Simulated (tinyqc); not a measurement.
Liquidus of a compound AB in a simple-solution melt, liquid-phase epitaxy and vapour pressures: one step, computed by the program tinyqc.

x is the atom fraction of B in the melt. The melt is a simple solution: R T ln gamma_B = W (1 - x)^2, R T ln gamma_A = W x^2, W = a + b T. The solid AB is stoichiometric.

Question. Slope of the liquidus. Liquidus (Vieland): f(x) = R T ln[4 x (1 - x)] + 2 W (1/2 - x)^2 + S_F (T_F - T) = 0. dx/dT = -(df/dT)/f', df/dT = R ln[4 x (1 - x)] + 2 b (1/2 - x)^2 - S_F, f' = (1 - 2x)[R T/(x (1 - x)) - 2 W]. Concentrations: C_L = x N_A/V_L in the melt, C_S = 4/a0^3 in the solid; m = dT/dC_L.

Inputs (values chosen for the exercise, for a model compound):
```
quantity                      value       unit
entropy of fusion S_F          72.1  J/(mol K)
interaction slope b           -29.9  J/(mol K)
saturation temperature T        929          K
molar volume of the melt V_L   12.5   cm^3/mol
lattice constant a0           5.653   angstrom
```

solubility x = 0.001351893

W = -1.9771 kJ/mol

Constants: R = 8.314462618 J/(mol K); N_A = 6.02214076e+23 1/mol; k_B = 8.617333262e-05 eV/K.

Give: dx/dT; C_L; C_S; slope m; apparent heat of solution k_B T^2 d ln x/dT.

Answer.

dx/dT = 2.283e-05 1/K

C_L = 6.513e+19 1/cm^3

C_S = 2.214e+22 1/cm^3

slope m = 9.090e-19 K cm^3

apparent heat of solution k_B T^2 d ln x/dT = 1.256 eV
